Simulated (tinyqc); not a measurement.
Spectrum around the optical phonon: single-oscillator infrared dielectric function of a polar cubic crystal. Computed by tinyqc, a small Python program. Command: `OMP_NUM_THREADS=1 python tinyqc.py 3006068 3006069 out.jsonl infrared walk`. One thread of a shared host (Intel(R) Xeon(R) Processor @ 2.30GHz), about 0.01 s of CPU time with the checks.

One ion pair, charges +Z* and -Z*, in a cell of volume Omega = a^3/4. Frequencies omega are given as wavenumbers (1/cm); eps_s is the static dielectric constant.

Inputs (values chosen for the exercise, modelled on cubic gallium nitride):

| quantity | value | unit |
|---|---|---|
| lattice constant a | 4.52 | angstrom |
| mass M_A | 69.72 | u |
| mass M_B | 14.007 | u |
| omega_TO | 543 | 1/cm |
| Born charge Z* | 2.71 | e |
| eps_inf | 5.15 | - |
| phonon damping gamma | 4.8 | 1/cm |
| carrier density N | 1.1e+18 | 1/cm^3 |
| carrier mass m* | 0.19 | m_0 |
| carrier mobility | 630 | cm^2/(V s) |

Structure: zinc blende. Free carriers: present.

Constants: nu for 1 eV/(angstrom^2 u) = 15.6333042 THz; 1 THz = 33.35640952 1/cm; e^2/(4 pi eps_0) = 14.39964548 eV angstrom; e = 1.602176634e-19 C; eps_0 = 8.8541878128e-12 F/m; m_0 = 9.1093837015e-31 kg; c = 299792458 m/s.

Method:
- mu = M_A M_B/(M_A + M_B); ionic plasma term W^2 = 4 pi Z*^2 (e^2/(4 pi eps_0))/(Omega mu) in eV/(angstrom^2 u), turned into 1/cm by W = 15.6333042 x 33.35640952 x sqrt(W^2); omega_LO^2 = omega_TO^2 + W^2/eps_inf; eps_s = eps_inf + W^2/omega_TO^2; Szigeti charge 3 Z*/(eps_inf + 2); longitudinal (Callen) charge Z*/eps_inf.
- omega_p^2 = N e^2/(eps_0 eps_inf m*), gamma_p = e/(m* x mobility), both divided by 2 pi c (c in cm/s) to give 1/cm. m* is held constant, though in narrow-gap crystals it rises with N at high doping.
- eps(omega) = eps_inf + W^2/(omega_TO^2 - omega^2 - i gamma omega) - eps_inf omega_p^2/(omega^2 + i gamma_p omega); n + i k = sqrt(eps) with k >= 0; R = |(n + i k - 1)/(n + i k + 1)|^2 at normal incidence from vacuum.
- The loss function is Im(-1/eps).

omega_LO = 745.279 1/cm

W = 1158.47 1/cm

omega_p = 317.546 1/cm

gamma_p = 78.0058 1/cm

Spectrum:

| omega (1/cm) | Re eps | Im eps | R | Im(-1/eps) |
|---|---|---|---|---|
| 272 | 4.7404 | 1.8959 | 0.15820 | 0.072736 |
| 462 | 19.258 | 0.84818 | 0.39572 | 0.0022825 |
| 527 | 80.036 | 11.606 | 0.64054 | 0.0017745 |
| 543 | 3.4244 | 515.15 | 0.88254 | 0.0019411 |
| 594 | -19.385 | 1.3252 | 0.97098 | 0.0035103 |
| 644 | -7.2709 | 0.43792 | 0.96156 | 0.0082537 |
| 705 | -2.5183 | 0.22528 | 0.92272 | 0.035240 |
| 745 | -0.93275 | 0.16779 | 0.83681 | 0.18681 |
| 760 | -0.48530 | 0.15254 | 0.74914 | 0.58945 |
| 790 | 0.25043 | 0.12831 | 0.10813 | 1.6205 |
| 857 | 1.3961 | 0.092395 | 0.0072912 | 0.047195 |
| 1120 | 3.3394 | 0.036530 | 0.085653 | 0.0032753 |
| 1860 | 4.5761 | 0.0074804 | 0.13169 | 3.5722e-04 |

What does the comparison show, and why?

R peaks among these rows at 594 per cm with 0.97 and is lowest, 0.007, at 857; far above omega_LO it tends to ((sqrt(eps_inf) - 1)/(sqrt(eps_inf) + 1))^2 = 0.151. Im eps is largest at 543 and the loss function at 790; the free carriers add absorption and shift the longitudinal modes. Re eps is negative in some rows, where R averages 0.89.

Extremes, crossings and ranges named in words are read from the listed rows.
